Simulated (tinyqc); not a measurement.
# Worked calculation: long-channel MOSFET, surface-potential model

Program tinyqc, `OMP_NUM_THREADS=1 python tinyqc.py 2360131 2360132 out.jsonl`; Intel Xeon 2.30GHz, shared host, one thread, about 0.07 s. Printed values are rounded.

n-channel transistor on a uniformly doped p-type body, gradual-channel approximation, constant mobility, Boltzmann statistics, full ionisation. Potentials are counted from the neutral body; V is the electron quasi-Fermi potential, Vsb at the source and Vsb + Vds at the drain. Charges are magnitudes per area.

Values chosen for this exercise; material values close to those of gallium nitride: temperature T = 300 K; band gap Eg = 3.44 eV; relative permittivity of the semiconductor eps_r = 9.35; conduction-band density of states at T Nc = 2.32e18 cm^-3; valence-band density of states at T Nv = 4.68e19 cm^-3; acceptor density of the body Na = 6.8e17 cm^-3; relative permittivity of the gate insulator eox = 25.4; insulator thickness tox = 50 nm; flat-band voltage Vfb = -2.09 V; channel mobility mu = 230 cm^2/(V s); gate width W = 2 um; gate length L = 0.5 um; source-body reverse bias Vsb = 1 V; gate-source voltage Vgs = 3.09 V; drain-source voltage Vds = 1.2 V.

Constants: q = 1.602176634e-19 C, kB = 1.380649e-23 J/K, Vt = kB T/q, eps0 = 8.8541878128e-14 F/cm where lengths are in cm. Results are converted to the units shown.

Range of the model: The surface field at the source is about 1.1 MV/cm, where quantisation and degeneracy of the inversion layer, left out here, matter.

## Body potential, insulator capacitance and body factor

ni = sqrt(Nc Nv) exp(-Eg/(2 Vt)), Eg in volts; phiF = Vt ln(Na/ni); Cox = eps0 eox/tox; gamma = sqrt(2 q eps0 eps_r Na)/Cox. VT = Vfb + 2 phiF + gamma sqrt(2 phiF + Vsb), m = 1 + gamma/(2 sqrt(2 phiF + Vsb)).

ni = 1.32782e-10 cm^-3
phiF = 1.64944 V
Cox = 0.449793 uF/cm^2
gamma = 0.944262 V^0.5
VT = 3.16669 V
m = 1.22771

## Iteration 1: surface potential at the source by Newton steps

psi at the start (the root without inversion charge) = 4.24129 V

With V = Vsb: G = psi - Vt + Vt e, e = exp((psi - 2 phiF - Vsb)/Vt); f = Vgs + Vsb - Vfb - psi - gamma sqrt(G); f' = -1 - gamma (1 + e)/(2 sqrt(G)); psi(new) = psi - f/f'.

G = 4.21822 V
f = -6.44554e-4 V
f' = -1.25465
psi after iteration 1 = 4.24078 V

## Iteration 2: surface potential at the source by Newton steps

As before.

G = 4.21766 V
f = -1.21230e-7 V
f' = -1.25418
psi after iteration 2 = 4.24078 V

## Course of the iteration: surface potential at the source by Newton steps

Stop when psi changes by less than 1e-10 V, or after 40 iterations.

Course of the iteration:

| iteration | psi (V) | \|change\| (V) |
|---|---|---|
| 1 | 4.24078 | 5.14e-4 |
| 2 | 4.24078 | 9.67e-8 |
| 3 | 4.24078 | 3.55e-15 |

Converged in 3 iterations. The change falls from 5.1e-4 in the first iteration to below the tolerance in the last.

## Charges and current of the charge-sheet model

psi_0 = 4.24078 V
psi_L = 4.24129 V

psi_0 and psi_L solve Vgs + Vsb - Vfb - psi = gamma sqrt(G) at V = Vsb and Vsb + Vds. Qi = Cox gamma [sqrt(G) - sqrt(psi - Vt)], G = psi - Vt + Vt exp((psi - 2 phiF - V)/Vt), at both ends. With U = Vgs + Vsb - Vfb: drift = mu (W/L) Cox [U (psi_L - psi_0) - (psi_L^2 - psi_0^2)/2 - (2/3) gamma ((psi_L - Vt)^1.5 - (psi_0 - Vt)^1.5)]; diffusion = mu (W/L) Vt (Qi0 - QiL).

Qi0 = 0.282492 nC/cm^2
QiL = 1.99764e-21 nC/cm^2
drift current = 6.63539e-5 uA
diffusion current = 0.00671875 uA
drain current = 0.00678511 uA

Drift carries 0.978 % of the current. The drain end is pinched off: its charge is under 1 % of that at the source.

## Inversion charge along the channel

| point | V (V) |
|---|---|
| 0 | 1 |
| 1 | 1.15 |
| 2 | 1.3 |
| 3 | 1.45 |
| 4 | 1.6 |
| 5 | 1.75 |
| 6 | 1.9 |
| 7 | 2.05 |
| 8 | 2.2 |

The surface potential psi at channel potential V solves Vgs + Vsb - Vfb - psi = gamma sqrt(G), G = psi - Vt + Vt exp((psi - 2 phiF - V)/Vt). Charge sheet: Qi = Cox gamma [sqrt(G) - sqrt(psi - Vt)]. Pao-Sah: Qi = (Cox gamma/2) integral from 3 Vt to psi of exp((u - 2 phiF - V)/Vt)/sqrt(G(u, V)) du.

| point | psi (V) | Qi, charge sheet (nC/cm^2) | Qi, Pao-Sah (nC/cm^2) |
|---|---|---|---|
| 0 | 4.24078 | 0.282492 | 0.283367 |
| 1 | 4.24129 | 8.70389e-4 | 8.73083e-4 |
| 2 | 4.24129 | 2.62936e-6 | 2.63750e-6 |
| 3 | 4.24129 | 7.94258e-9 | 7.96716e-9 |
| 4 | 4.24129 | 2.39923e-11 | 2.40666e-11 |
| 5 | 4.24129 | 7.24742e-14 | 7.26985e-14 |
| 6 | 4.24129 | 2.18925e-16 | 2.19602e-16 |
| 7 | 4.24129 | 6.61310e-19 | 6.63357e-19 |
| 8 | 4.24129 | 1.99764e-21 | 2.00382e-21 |

At the source the charge-sheet charge is 0.31 % below the Pao-Sah one.

## Pao-Sah current by Simpson's rule

I = mu (W/L) integral of Qi dV; Simpson's rule on the 9 points, step Vds/8, weights 1, 4, 2, ..., 4, 1 times step/3.

Pao-Sah current = 0.0131958 uA

Gauss-Legendre quadrature on many points gives 0.006806 uA, so this value is 94 % above it; the charge-sheet current, 0.006785 uA, is 0.31 % below it.
